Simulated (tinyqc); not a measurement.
# p-type polysilicon, carrier trapping at grain boundaries: two studies

One-dimensional grains of size Lg, uniform ionised doping N, monovalent traps Qt at each boundary at a depth Et below (for electrons) or above (for holes) the band edge there, abrupt depletion of width W on each side of a boundary, Boltzmann statistics. xi is the distance from the band edge at the grain centre to the Fermi level. Trapped charge Qt/(1 + exp((xi + VB - Et)/Vt)) = 2 N W, barrier VB = q N W^2/(2 eps0 eps_r).

Values chosen for this exercise; values of the order met in polycrystalline silicon:
- T = 350 K (temperature)
- eps_r = 11.7 (relative permittivity)
- NB = 3.34e19 cm^-3 (valence-band density of states at T)
- Lg = 62 nm (grain size)
- Qt = 5.1e11 cm^-2 (trap density of a grain boundary)
- Et = 0.34 eV (depth of the trap level from the majority band edge at the boundary)
- ms = 0.26 m0 (mass for thermionic emission)
- fe = 0.5 (correction factor of the emission rate)
- mug = 94 cm^2/(V s) (mobility inside the grains)
- N = 3.1e17 cm^-3 (doping)

Constants: q = 1.602176634e-19 C, kB = 1.380649e-23 J/K, m0 = 9.1093837015e-31 kg, Vt = kB T/q, eps0 = 8.8541878128e-14 F/cm where lengths are in cm. Results are converted to the units shown.

Each table varies one quantity; the others keep the values above.

## Effect of the doping

If the trap equation with xi = Vt ln(NB/N) has a root W < Lg/2, the grain is partly depleted; otherwise W = Lg/2 and the trap equation gives xi = Et - VB + Vt ln(Qt/(N Lg) - 1). N* = Qt/Lg. n0 = NB exp(-xi/Vt); mean density n0 (1 - 2 W/Lg) by charge balance in a partly depleted grain, and n0 (sqrt(pi)/2) erf(u)/u with u = sqrt(VB/Vt) in a fully depleted one; v = sqrt(kB T/(2 pi ms m0)); barrier resistivity Vt exp(VB/Vt)/(q fe n0 v Lg); grain resistivity (1 - 2 W/Lg)/(q n0 mug); effective mobility 1/(q mean density total resistivity). Rows with xi above 0.45 V, towards mid-gap, are left out, since the other carrier type is ignored.

Results:
columns A: N (cm^-3); B: N/N*; C: depleted share 2 W/Lg; D: VB (V); E: xi (V); F: mean density (cm^-3); G: resistivity (ohm cm); H: effective mobility (cm^2/(V s))
```
A              B         C          D         E          F         G       H
4.1e15  0.049843    1.0000  0.0030469   0.42586  2.3835e13    478.46  547.31
8.6e15   0.10455    1.0000  0.0063910   0.39838  5.7207e13    214.97  507.54
3.8e16   0.46196    1.0000   0.028239   0.31636  7.0580e14    29.232  302.52
8e16     0.97255   0.99166   0.058464   0.18200  6.6718e14   0.93239   10033
1.7e17    2.0667   0.48071   0.029193   0.15926  8.8279e16   0.36784  192.21
3.5e17    4.2549   0.23457   0.014311   0.13748  2.6790e17   0.19415  120.00
7.4e17    8.9961   0.11108  0.0067853   0.11490  6.5780e17  0.097795  97.024
1.6e18    19.451  0.051396  0.0031409  0.091645  1.5178e18  0.046758  87.949
3.3e18    40.118  0.024923  0.0015233  0.069811  3.2178e18  0.023016  84.277
```

Estimate the missing row, N = 1.8e16 cm^-3.

Computed row:
columns A: N (cm^-3); B: N/N*; C: depleted share 2 W/Lg; D: VB (V); E: xi (V); F: mean density (cm^-3); G: resistivity (ohm cm); H: effective mobility (cm^2/(V s))
```
A             B       C         D        E          F       G       H
1.8e16  0.21882  1.0000  0.013376  0.36500  1.6121e14  89.600  432.10
```

With this row back in the table: As N goes from 4.1e15 to 3.3e18, VB goes from 0.00305 through a maximum of 0.0585 (at N = 8e16 among the rows listed) to 0.00152 V, the resistivity falls from 478 to 0.0230 ohm cm and the effective mobility moves up and down between 84.3 and 10000 cm^2/(V s). The steepest fall of the resistivity among the rows, as N^(-4.6), lies between N = 3.8e16 and 8e16 cm^-3; N* = 8.23e16 cm^-3. While the grain is fully depleted VB grows as N; once the traps are full it falls as 1/N. For N = 3.3e18 xi is under 2.5 Vt, where Boltzmann statistics begin to fail. For N = 4.1e15, 8.6e15, 1.8e16, 3.8e16, 1.7e17, 3.5e17, 7.4e17, 1.6e18, 3.3e18 VB is below Vt, where abrupt depletion and thermionic emission are rough. For N = 8e16 the grain is near the changeover between partial and full depletion, within a few Debye lengths, where both limits are rough. For N = 4.1e15, 8.6e15, 1.8e16, 3.8e16, 8e16, 1.7e17, 3.5e17, 7.4e17 the effective mobility exceeds mug, since drift through the depleted part of the grain is left out.

## Effect of the trap density of a grain boundary

Same model as above.

N* = Qt/Lg.

Effect of the trap density of a grain boundary:
columns A: Qt (cm^-2); B: N/N*; C: depleted share 2 W/Lg; D: VB (V); E: xi (V); F: mean density (cm^-3); G: resistivity (ohm cm); H: effective mobility (cm^2/(V s))
```
A             B        C          D        E          F        G        H
2e11     9.6100  0.10390  0.0024871  0.14114  2.7779e17  0.22927   98.002
3.4e11   5.6529  0.17659  0.0071841  0.14114  2.5526e17  0.21999   111.15
5.7e11   3.3719  0.29578   0.020154  0.14114  2.1831e17  0.21790   131.21
9.7e11   1.9814  0.50006   0.057606  0.14114  1.5498e17  0.33922   118.72
1.6e12   1.2012  0.75353    0.13081  0.14114  7.6405e16   2.6819   30.460
2.8e12  0.68643  0.89555    0.18476  0.14114  3.2378e16   15.752   12.238
4.7e12  0.40894  0.95941    0.21205  0.14114  1.2583e16   38.882   12.758
8e12    0.24025   1.0000    0.23037  0.14435  8.9368e16   79.371  0.87993
```

What does the table show?

As Qt goes from 2e11 to 8e12, VB rises from 0.00249 to 0.230 V, the resistivity goes from 0.229 through a minimum of 0.218 (at Qt = 5.7e11 among the rows listed) to 79.4 ohm cm and the effective mobility moves up and down between 0.880 and 131 cm^2/(V s). For Qt = 2e11, 3.4e11, 5.7e11 VB is below Vt, where abrupt depletion and thermionic emission are rough. For Qt = 1.6e12, 2.8e12, 4.7e12, 8e12 the grain is near the changeover between partial and full depletion, within a few Debye lengths, where both limits are rough. For Qt = 2e11, 3.4e11, 5.7e11, 9.7e11 the effective mobility exceeds mug, since drift through the depleted part of the grain is left out.

Program tinyqc, `OMP_NUM_THREADS=1 python tinyqc.py 2830073 2830074 out.jsonl`; Intel Xeon 2.30GHz, shared host, one thread, about 0.01 s.
